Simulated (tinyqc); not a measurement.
p-n heterojunction, non-linear Poisson equation by Newton steps, Boltzmann statistics: one step of the calculation.

One dimension, material 1 (p-type) at x < 0 and material 2 (n-type) at x > 0. Band edges: Ec = -psi in material 1 and -psi + dEc in material 2, Ev = Ec - Eg. Flat quasi-Fermi levels: 0 for holes, +V for electrons. n = Nc F((EFn - Ec)/Vt), p = Nv F((Ev - EFp)/Vt), with F(eta) = exp(eta) (Boltzmann statistics); full ionisation, no interface charge, classical densities; the doping types are chosen for the exercise.

Problem. Newton step. Solve the tridiagonal system a_(i-1) d_(i-1) + b_i d_i + a_i d_(i+1) = -F_i for nodes 1 to 10, with d = 0 on fixed nodes. Half of the step is added while the largest |d| exceeds 1.5 Vt, the full step after that.

Inputs (values chosen for the exercise):
```
symbol  value  unit      meaning
T         300     K  temperature
```

Constants: q = 1.602176634e-19 C, kB = 1.380649e-23 J/K, Vt = kB T/q. Results are converted to the units shown.

coupling a_i, interval 0 to 10 (F/cm^2): 2.4594966e-7  2.9912797e-7  3.4695093e-7  4.1608025e-7  4.9189932e-7  5.8251236e-7  6.9173342e-7  3.6648128e-7  1.9451203e-7  1.0353353e-7  5.4520861e-8

```
node  diagonal b (F/cm^2)  residual F (C/cm^2)
1           -3.7263152e-6        -2.3454450e-8
2           -1.6058222e-6        -4.7532850e-8
3           -7.9373211e-7        -2.5605491e-8
4           -9.0799141e-7         2.0816019e-8
5           -1.0744117e-6         2.8255126e-8
6           -1.2742458e-6        -1.5270933e-8
7           -1.0582147e-6        -2.9620812e-8
8           -5.6099334e-7        -1.0553985e-7
9           -6.7708562e-7         5.5066852e-9
10          -6.4864128e-6       -5.6987622e-10
```

psi at the start, node 0 to 11 (V): -1.2117352  -1.2038269  -1.1773468  -1.0925847  -0.8938794  -0.5475486  -0.1095634  0.3060962  0.9411568  1.3511629  1.4074569  1.4082680

Give: Newton step d, before damping; psi after iteration 1.

Solution.

Newton step d, before damping, node 1 to 10 (V): -0.0121  -0.0721  -0.1865  -0.2340  -0.3165  -0.4347  -0.5122  -0.5776  -0.1582  -0.0026
psi after iteration 1, node 0 to 11 (V): -1.212  -1.210  -1.213  -1.186  -1.011  -0.706  -0.327  0.050  0.652  1.272  1.406  1.408

tinyqc, about 0.03 s, one thread, Intel Xeon 2.30GHz (shared host): `OMP_NUM_THREADS=1 python tinyqc.py 2040048 2040049 out.jsonl`
